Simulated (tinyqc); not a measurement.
Worked calculation: interband optics of a two-band s-p chain from momentum matrix elements. Values are carried at full precision from step to step, so a last printed digit may differ when a step is redone from the rounded ones.

H(k) = [[Es - 2 ts cos ka, 2i V sin ka], [-2i V sin ka, Ep_ + 2 tp cos ka]] in the basis s, p; the lower band is full, with two electrons a cell. The velocity operator times hbar is W = dH/dk (eV angstrom); intra-atomic dipoles are left out.

Constants: hbar^2/2m0 = 3.80998211 eV angstrom^2; e^2/(4 pi eps0) = 14.39964547 eV angstrom.

Values chosen for the exercise: a = 2.7 angstrom (period); Es = 2.53 eV (upper orbital (s)); Ep_ = -3.28 eV (lower orbital (p)); ts = 0.53 eV (s-s hopping); tp = 0.4 eV (p-p hopping); V = 1.13 eV (s-p hopping); k = 0.45 2 pi/a (wave vector); N = 6 (k points); Ar = 6.5 angstrom^2 (cross-section per chain); eta = 0.15 eV (Lorentzian half width); E = 7.2 eV (photon energy).

## Hamiltonian and velocity at one k

Form H and W = dH/dk.

H (eV):
```
          s        p
s    3.5381  0.6984i
p  -0.6984i  -4.0408
```

W (eV angstrom):
```
         s         p
s   0.8844  -5.8033i
p  5.8033i   -0.6675
```

## Matrix element between the bands

Diagonalise H, transform W, and form w = |W_cv|^2, the Kane-type energy w/c and the oscillator strength f = w/(c D), c = hbar^2/2m0, D = Ec - Ev.

Ev, Ec (eV): -4.1047  3.6019

weights:
```
        v       c
s  0.0083  0.9917
p  0.9917  0.0083
```

slopes dEv/dk, dEc/dk (eV angstrom): 0.397  -0.180

w = 34.198 eV^2 angstrom^2
w/c = 8.976 eV
f = 1.165

## Transitions on the mesh

At each k_j = (j + 1/2)/N (2 pi/a) up to the zone edge give D = Ec - Ev, w = |<c|W|v>|^2 and f = w/(c D), c = hbar^2/2m0; the other half of the zone repeats the values.

Transitions:
```
k (2 pi/a)  D (eV)  w (eV^2 angstrom^2)      f
0.0833      4.7687               16.470  0.907
0.2500      7.3611                2.377  0.085
0.4167      7.7573               29.387  0.994
```

D runs from 4.769 to 7.757 eV on the mesh; f is largest at k = 0.4167.

## Dielectric function from the table

With w(k) = |<c|W|v>|^2 and D(k) = Ec - Ev, on the mesh k_j = (j + 1/2)/N (2 pi/a): eps(E) = 1 + (8 pi e2/(a Ar)) mean_j (w/D^2) [1/(D - E - i eta) + 1/(D + E + i eta)], e2 = e^2/(4 pi eps0); light polarised along the chains, no local fields.

Take the mean over the rows. Also eps(0) at eta = 0, and the effective electrons per cell n_eff = 2 mean(f).

eps(E) = 6.240+2.563i
eps(0) = 4.035
n_eff = 1.324

On a mesh of 2000 points the values are 5.957+2.187i, 5.070 and 1.455. n_eff need not equal the 2 electrons of the cell: a two-orbital basis with chosen hoppings does not obey the sum rule of free electrons. E lies within, or within 2 eta of, the range of transitions of the band (3.95 to 7.81 eV); their spacing on this mesh (up to 2.59 eV) exceeds eta, so eps(E) depends on where the few mesh points fall.

## Checks

- Curvature of the lower band against <v|d2H/dk2|v> - 2 w/D (eV angstrom^2): both -2.512.
- Zone mean of 2 w/D against the zone mean of <v|d2H/dk2|v>, the f-sum rule of a full band (eV angstrom^2): both 5.5420.

(tinyqc, `OMP_NUM_THREADS=1 python tinyqc.py 1682629 1682630 out.jsonl`, Intel(R) Xeon(R) Processor @ 2.30GHz, 1 thread, shared host, about 0.01 s.)
